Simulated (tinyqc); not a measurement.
G0W0 on RHF in the sto-3g basis, for Li+, spin multiplicity 1, step by step. One step of it, computed by the program tinyqc.

Task: Integrals over molecular orbitals. (pq|rs) = sum C_ip C_jq C_kr C_ls (ij|kl), one index at a time.

coefficients C, order 1Li 1s, 1Li 2s, 1Li 2px, 1Li 2py, 1Li 2pz:
```
[[0.992493, -0.276937, 0.000000, 0.000000, 0.000000],
 [0.029439, 1.029985, 0.000000, 0.000000, 0.000000],
 [0.000000, 0.000000, 0.000000, 0.000000, 1.000000],
 [0.000000, 0.000000, 1.000000, 0.000000, 0.000000],
 [0.000000, 0.000000, 0.000000, 1.000000, 0.000000]]
```

core Hamiltonian H = T + V (hartree), order 1Li 1s, 1Li 2s, 1Li 2px, 1Li 2py, 1Li 2pz:
```
[[-4.406095, -0.984581, 0.000000, 0.000000, 0.000000],
 [-0.984581, -1.104759, 0.000000, 0.000000, 0.000000],
 [0.000000, 0.000000, -0.877579, 0.000000, 0.000000],
 [0.000000, 0.000000, 0.000000, -0.877579, 0.000000],
 [0.000000, 0.000000, 0.000000, 0.000000, -0.877579]]
```

Two-electron integrals (ij|kl) in chemists' order, unique and non-zero (hartree):
```
(11|11) 1.680395   (21|11) 0.265420   (21|21) 0.049941   (22|11) 0.397727
(22|21) 0.092860   (22|22) 0.290562   (31|31) 0.008981   (32|31) 0.013788
(32|32) 0.064184   (33|11) 0.396640   (33|21) 0.092880   (33|22) 0.290497
(33|33) 0.312946   (41|41) 0.008981   (42|41) 0.013788   (42|42) 0.064184
(43|43) 0.016869   (44|11) 0.396640   (44|21) 0.092880   (44|22) 0.290497
(44|33) 0.279207   (44|44) 0.312946   (51|51) 0.008981   (52|51) 0.013788
(52|52) 0.064184   (53|53) 0.016869   (54|54) 0.016869   (55|11) 0.396640
(55|21) 0.092880   (55|22) 0.290497   (55|33) 0.279207   (55|44) 0.279207
(55|55) 0.312946
```

Give: one-electron integrals over orbitals h = C^T H C; Two-electron integrals over orbitals.

Result:

one-electron integrals over orbitals h = C^T H C (hartree):
```
[[-4.399, 0.179, 0.000, 0.000, 0.000],
 [0.179, -0.948, 0.000, 0.000, 0.000],
 [0.000, 0.000, -0.878, 0.000, 0.000],
 [0.000, 0.000, 0.000, -0.878, 0.000],
 [0.000, 0.000, 0.000, 0.000, -0.878]]
```

Two-electron integrals over orbitals (pq|rs), unique and non-zero (hartree):
```
(11|11) 1.662    (21|11) -0.179   (21|21) 0.030    (22|11) 0.399
(22|21) -0.009   (22|22) 0.282    (31|31) 0.010    (32|31) 0.013
(32|32) 0.061    (33|11) 0.396    (33|21) -0.006   (33|22) 0.286
(33|33) 0.313    (41|41) 0.010    (42|41) 0.013    (42|42) 0.061
(43|43) 0.017    (44|11) 0.396    (44|21) -0.006   (44|22) 0.286
(44|33) 0.279    (44|44) 0.313    (51|51) 0.010    (52|51) 0.013
(52|52) 0.061    (53|53) 0.017    (54|54) 0.017    (55|11) 0.396
(55|21) -0.006   (55|22) 0.286    (55|33) 0.279    (55|44) 0.279
(55|55) 0.313
```
